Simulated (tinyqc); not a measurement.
Two coupled magnetic layers: synthetic antiferromagnet, spin flop, exchange bias and magnetoresistance. Changing the field over the saturation field. Computed by tinyqc, a small Python program. Command: `OMP_NUM_THREADS=1 python tinyqc.py 3014507 3014508 out.jsonl saf sweep`. One thread of a shared host (Intel(R) Xeon(R) Processor @ 2.30GHz), about 0.8 s of CPU time with the checks.

Moments lie in the plane at the angles p1, p2 from the field. Energy per area: E = J1 cos(p1 - p2) + J2 cos^2(p1 - p2) - B M_s (t1 cos p1 + t2 cos p2) + K (t1 cos^2 p1 + t2 cos^2 p2).

Inputs (values chosen for the exercise, for a model stack):
```
quantity,value,unit
saturation magnetisation M_s,1370,kA/m
thickness t1,4.2,nm
thickness t2,4.2,nm
antiferromagnetic coupling J1,0.2,mJ/m^2
biquadratic coupling J2,0,mJ/m^2
in-plane anisotropy K,4.1,kJ/m^3
spin polarisation P1,0.51,-
spin polarisation P2,0.67,-
"resistance-area product, parallel",2.5,ohm micrometre^2
```

Field direction: along the hard axis.

Method:
- The parallel state is stable while the Hessian at p1 = p2 = 0 is positive: with c = J1 + 2 J2 and u = B M_s - 2K, (u t1 - c)(u t2 - c) > c^2, so B_sat M_s = c (1/t1 + 1/t2) + 2K. B_K = 2K/M_s.
- The lowest minimum of E over both angles (from five starts; of two mirror images the one with p1 >= 0, and for equal layers |p1| <= |p2|).
- Julliere: TMR = 2 P1 P2/(1 - P1 P2). Conductance G(theta) = G0 (1 + P1 P2 cos theta), so RA(theta) = RA_P (1 + P1 P2)/(1 + P1 P2 cos theta); theta = p2 for the layer next to the barrier.

One run for each value:
```
field over the saturation field,m/m_sat along B,p1 (degrees),p2 (degrees),RA at this field (ohm micrometre^2)
0.05,0.0500,87.13,-87.13,3.298
0.16,0.1600,80.79,-80.79,3.180
0.28,0.2800,73.74,-73.74,3.061
0.39,0.3900,67.05,-67.05,2.960
0.51,0.5100,59.34,-59.34,2.856
0.62,0.6200,51.68,-51.68,2.768
0.74,0.7400,42.27,-42.27,2.677
0.85,0.8500,31.79,-31.79,2.599
0.97,0.9700,14.07,-14.07,2.519
```

Describe the trends.

Over the rows, m/m_sat along B rises from 0.0500 to 0.970 (exponent d ln y / d ln x about 1.00 throughout); p1 (degrees) falls from 87.1 to 14.1 (exponent d ln y / d ln x -0.065 between the first rows and -6.2 between the last); p2 (degrees) rises from -87.1 to -14.1 (exponent d ln y / d ln x -0.065 between the first rows and -6.2 between the last).

Extremes, crossings and ranges named in words are read from the listed rows.
